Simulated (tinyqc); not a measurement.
Strain-driven crossing of the Gamma and L valleys in a germanium-like crystal: one step. Band edges. Five cases, with inputs chosen for the exercise.

Task: Give the edges and the direct and indirect gaps from the top valence edge.

Edges from the unstrained valence top: Gamma at Eg + ac tr(e); an L valley with unit axis u at EgL + aL tr(e) + XuL (u.e.u - tr(e)/3), u along [111], [1-1-1], [-11-1], [-1-11]; valence edges are the levels of the 6 x 6 matrix of X, Y, Z times spin with -Dso/3 + l exx + m (eyy + ezz) on the diagonal (cyclic), n exy off it, l = av + 2 b, m = av - b, n = sqrt(3) d. Spin-orbit term (Dso/3) L.sigma on X, Y, Z with (L_k)_ij = -i epsilon_kij: <X+|H|Y+> = -i Dso/3, <X+|H|Z-> = Dso/3, <Y+|H|Z-> = -i Dso/3, <Z+|H|X-> = -Dso/3, <Z+|H|Y-> = i Dso/3, <X-|H|Y-> = i Dso/3, and their conjugates; + and - are the spin along z.

Give: Gamma edge; L edges; valence edges from the top; direct and indirect gap.

Case 1.

Values chosen (near those of Ge, gaps at low temperature; shifted at random, so the results belong to these values and not to a real crystal): Eg = 0.895 eV (gap at Gamma to the s-like level); EgL = 0.749 eV (gap to L); Dso = 0.294 eV (spin-orbit splitting); ac = -8.1 eV (conduction deformation potential); av = 1.25 eV (valence hydrostatic potential); b = -2.54 eV (tetragonal shear potential); d = -5.38 eV (trigonal shear potential); aL = -1.61 eV (hydrostatic potential of the L edge, Xd + Xu/3); XuL = 15.8 eV (uniaxial potential, L).

strain tensor in the cubic axes:
```
,x,y,z
x,0.01487871,0.01572129,0.00000000
y,0.01572129,0.01487871,0.00000000
z,0.00000000,0.00000000,-0.01106336
```

Result:

Gamma edge = 0.7436 eV

L edges (eV): [111] 0.8845, [1-1-1] 0.5533, [-11-1] 0.5533, [-1-11] 0.8845

valence edges from the top (eV): 0.1338  -0.0036  -0.3541

direct and indirect gap (eV): 0.6098  0.4195

The gap is indirect: Gamma lies 190 meV above the lowest L valley. The top two valence edges are 137 meV apart. At strains above 3 % second-order terms, left out here, matter.

Case 2.

Values chosen (near those of Ge, gaps at low temperature; shifted at random, so the results belong to these values and not to a real crystal): Eg = 0.889 eV (gap at Gamma to the s-like level); EgL = 0.734 eV (gap to L); Dso = 0.293 eV (spin-orbit splitting); ac = -8.09 eV (conduction deformation potential); av = 1.22 eV (valence hydrostatic potential); b = -2.57 eV (tetragonal shear potential); d = -5.31 eV (trigonal shear potential); aL = -1.5 eV (hydrostatic potential of the L edge, Xd + Xu/3); XuL = 16.62 eV (uniaxial potential, L).

strain tensor in the cubic axes:
```
,x,y,z
x,0.00241949,0.00409026,0.00409026
y,0.00409026,0.00241949,0.00409026
z,0.00409026,0.00409026,0.00241949
```

Result:

Gamma edge = 0.8303 eV

L edges (eV): [111] 0.8591, [1-1-1] 0.6778, [-11-1] 0.6778, [-1-11] 0.6778

valence edges from the top (eV): 0.0465  -0.0181  -0.2948

direct and indirect gap (eV): 0.7838  0.6313

The gap is indirect: Gamma lies 152 meV above the lowest L valley. The top two valence edges are 65 meV apart.

Case 3.

Values chosen (near those of Ge, gaps at low temperature; shifted at random, so the results belong to these values and not to a real crystal): Eg = 0.883 eV (gap at Gamma to the s-like level); EgL = 0.737 eV (gap to L); Dso = 0.287 eV (spin-orbit splitting); ac = -8.18 eV (conduction deformation potential); av = 1.25 eV (valence hydrostatic potential); b = -2.54 eV (tetragonal shear potential); d = -5.2 eV (trigonal shear potential); aL = -1.68 eV (hydrostatic potential of the L edge, Xd + Xu/3); XuL = 15.51 eV (uniaxial potential, L).

strain tensor in the cubic axes:
```
,x,y,z
x,0.00346480,-0.00913520,0.00000000
y,-0.00913520,0.00346480,0.00000000
z,0.00000000,0.00000000,0.01260000
```

Result:

Gamma edge = 0.7232 eV

L edges (eV): [111] 0.6097, [1-1-1] 0.7986, [-11-1] 0.7986, [-1-11] 0.6097

valence edges from the top (eV): 0.0929  -0.0282  -0.2784

direct and indirect gap (eV): 0.6304  0.5169

The gap is indirect: Gamma lies 114 meV above the lowest L valley. The top two valence edges are 121 meV apart.

Case 4.

Values chosen (near those of Ge, gaps at low temperature; shifted at random, so the results belong to these values and not to a real crystal): Eg = 0.892 eV (gap at Gamma to the s-like level); EgL = 0.74 eV (gap to L); Dso = 0.288 eV (spin-orbit splitting); ac = -8.37 eV (conduction deformation potential); av = 1.25 eV (valence hydrostatic potential); b = -2.52 eV (tetragonal shear potential); d = -5.26 eV (trigonal shear potential); aL = -1.39 eV (hydrostatic potential of the L edge, Xd + Xu/3); XuL = 16.45 eV (uniaxial potential, L).

strain tensor in the cubic axes:
```
,x,y,z
x,0.02370000,0.00000000,0.00000000
y,0.00000000,-0.00651682,0.00000000
z,0.00000000,0.00000000,-0.00651682
```

Result:

Gamma edge = 0.8027 eV

L edges (eV): [111] 0.7252, [1-1-1] 0.7252, [-11-1] 0.7252, [-1-11] 0.7252

valence edges from the top (eV): 0.0895  -0.0177  -0.3198

direct and indirect gap (eV): 0.7132  0.6357

The gap is indirect: Gamma lies 78 meV above the lowest L valley. The top two valence edges are 107 meV apart.

Case 5.

Values chosen (near those of Ge, gaps at low temperature; shifted at random, so the results belong to these values and not to a real crystal): Eg = 0.903 eV (gap at Gamma to the s-like level); EgL = 0.755 eV (gap to L); Dso = 0.292 eV (spin-orbit splitting); ac = -8.31 eV (conduction deformation potential); av = 1.22 eV (valence hydrostatic potential); b = -2.57 eV (tetragonal shear potential); d = -5.32 eV (trigonal shear potential); aL = -1.61 eV (hydrostatic potential of the L edge, Xd + Xu/3); XuL = 15.57 eV (uniaxial potential, L).

strain tensor in the cubic axes:
```
,x,y,z
x,0.04010000,0.00000000,0.00000000
y,0.00000000,-0.01095944,0.00000000
z,0.00000000,0.00000000,-0.01095944
```

Result:

Gamma edge = 0.7519 eV

L edges (eV): [111] 0.7257, [1-1-1] 0.7257, [-11-1] 0.7257, [-1-11] 0.7257

valence edges from the top (eV): 0.1534  0.0128  -0.3917

direct and indirect gap (eV): 0.5985  0.5723

The gap is indirect: Gamma lies 26 meV above the lowest L valley. The top two valence edges are 141 meV apart. At strains above 3 % second-order terms, left out here, matter.

Computed by tinyqc, one run a case: `OMP_NUM_THREADS=1 python tinyqc.py N N+1 out.jsonl` with N = 1051456, 1051507, 1080009, 1080430, 1080437; one thread of a shared Intel(R) Xeon(R) Processor @ 2.30GHz, about 0.01 s a run at most.
